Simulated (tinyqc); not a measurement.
Photoconductance decay in a wafer: bulk and surface recombination modes, and iron detection by pair splitting: one step, computed by the program tinyqc.

Both faces of the wafer have the same S; injection is low and all coefficients are constant. x runs from -W/2 to W/2.

Task: Pairs form again. Association time tau_a = 5.7e5 (T/N_A) exp(0.66 eV/(k_B T)) s with T in K and N_A in 1/cm^3 (an empirical form); the unpaired share is exp(-t/tau_a).

Inputs (values chosen for the exercise, modelled on p-type silicon): boron density N_A = 1.6e+16 1/cm^3; storage temperature T = 298 K.

Constants: k_B = 8.617333262e-05 eV/K.

Give: tau_a; time until 5 % have paired; time until 99 % have paired.

Result:

tau_a = 25.69 min

time until 5 % have paired = 79.06 s

time until 99 % have paired = 1.972 h
